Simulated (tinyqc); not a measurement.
Free-carrier optics of a doped semiconductor (Drude model with one polar phonon): one step. Plasma energy and damping. Three cases, with inputs chosen for the exercise.

Question. Evaluate Ep, tau, Gam, the plasma wavelength hc/Ep (hc = 1239.841984 eV nm) and the dc resistivity 1/(e N mu), e = 1.602176634e-19 C.

eps(E) = ei [1 - Ep^2/(E^2 + i E Gam)] + (es - ei) wT^2/(wT^2 - E^2 - i E gT), with Ep^2 = 8 pi c (e^2/(4 pi eps0)) N/(m ei), c = hbar^2/2m0, N in 1/angstrom^3 (1e-24 per 1/cm^3); Gam = hbar/tau, tau = mu m m0/e with m0/e = 5.685630e-12 kg/C and mu in m^2/(V s). Energies in meV.

Constants: hbar^2/2m0 = 3.80998211 eV angstrom^2; e^2/(4 pi eps0) = 14.39964547 eV angstrom; hbar = 6.58211957e-16 eV s.

Case 1.

Values chosen (mass and dielectric values near those of InP; N and mu are free inputs; interband absorption and the rise of the mass with filling are left out; shifted at random, so the results belong to these values and not to a real crystal):
- N = 3.3e+18 1/cm^3 (carrier density)
- m = 0.0766 m0 (conductivity mass)
- mu = 6000 cm^2/(V s) (mobility)
- ei = 9.78 (high-frequency dielectric constant)
- wT = 38.4 meV (TO phonon)
- es = 12.81 (static dielectric constant)
- gT = 0.6 meV (phonon damping)

Case 2.

Values chosen (mass and dielectric values near those of InP; N and mu are free inputs; interband absorption and the rise of the mass with filling are left out; shifted at random, so the results belong to these values and not to a real crystal):
- N = 1.5e+18 1/cm^3 (carrier density)
- m = 0.082 m0 (conductivity mass)
- mu = 2900 cm^2/(V s) (mobility)
- ei = 9.38 (high-frequency dielectric constant)
- wT = 37 meV (TO phonon)
- es = 12.18 (static dielectric constant)
- gT = 0.3 meV (phonon damping)

Case 3.

Values chosen (mass and dielectric values near those of GaP; N and mu are free inputs; interband absorption and the rise of the mass with filling are left out; shifted at random, so the results belong to these values and not to a real crystal):
- N = 3.6e+19 1/cm^3 (carrier density)
- m = 0.371 m0 (conductivity mass)
- mu = 180 cm^2/(V s) (mobility)
- ei = 9.11 (high-frequency dielectric constant)
- wT = 44.7 meV (TO phonon)
- es = 11.17 (static dielectric constant)
- gT = 0.5 meV (phonon damping)

Give: Ep; tau; Gam; plasma wavelength; rho.

Answer.

Case 1.

Ep = 77.93 meV
tau = 261.31 fs
Gam = 2.52 meV
plasma wavelength = 15.91 micrometre
rho = 0.000315 ohm cm

Ep/Gam = 30.94: the plasma edge is sharp.

Case 2.

Ep = 51.86 meV
tau = 135.20 fs
Gam = 4.87 meV
plasma wavelength = 23.91 micrometre
rho = 0.00143 ohm cm

Ep/Gam = 10.65: the plasma edge is sharp.

Case 3.

Ep = 121.19 meV
tau = 37.97 fs
Gam = 17.34 meV
plasma wavelength = 10.23 micrometre
rho = 0.000963 ohm cm

Ep/Gam = 6.99: the plasma edge is sharp.

Computed by tinyqc, one run a case: `OMP_NUM_THREADS=1 python tinyqc.py N N+1 out.jsonl` with N = 1680187, 1680206, 1680393; one thread of a shared Intel(R) Xeon(R) Processor @ 2.30GHz, about 0.01 s a run at most.
